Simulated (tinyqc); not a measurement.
Frenkel-Kontorova chain: a misfit dislocation (kink) in a monolayer on a periodic substrate: one step, computed by the program tinyqc. Command: `OMP_NUM_THREADS=1 python tinyqc.py 3031442 3031443 out.jsonl fkchain walk`. One thread of a shared host (Intel(R) Xeon(R) Processor @ 2.30GHz), about 0.04 s of CPU time with the checks.

E = sum_j [(k/2)(x_(j+1) - x_j - b)^2 + (W/2)(1 - cos(2 pi x_j/a))], x_j = a (j + u_j). A kink takes u from 0 to 1: the chain is stretched by one period and has one atom fewer than wells.

Problem. Continuum limit. l0 = sqrt(k a^2/(2 W)); kink u(j) = (2/pi) arctan exp(pi j/l0); kink energy at f = 0: E0 = (4/pi) W l0; with misfit E0 - k a^2 f; kinks become favourable at f_c = 2/(pi l0), and a coherent chain with free ends loses stability at f_m = 1/l0. Lowest vibration of the flat chain: nu0 = 15.6333042 THz x sqrt(2 pi^2 W/(a^2 M)).

Inputs (values chosen for the exercise, for a model overlayer):

| quantity | value | unit |
|---|---|---|
| spring constant k | 8.74 | eV/angstrom^2 |
| substrate period a | 3.09 | angstrom |
| corrugation W | 2.99 | eV |
| misfit f = (b - a)/a | 0.14 | - |
| atomic mass M | 85.4 | u |

Constants: nu for 1 eV/(angstrom^2 u) = 15.6333042 THz.

Give: kink width l0; kink energy E0; kink energy with misfit; critical misfit f_c; limit f_m; gap frequency nu0.

Solution.

kink width l0 = 3.736

kink energy E0 = 14.22 eV

kink energy with misfit = 2.538 eV

critical misfit f_c = 0.1704

limit f_m = 0.2677

gap frequency nu0 = 4.206 THz

f < f_c: the layer stays in register. Caution: a corrugation above 1 eV is larger than real overlayers usually show; it is chosen to keep the kink narrow.
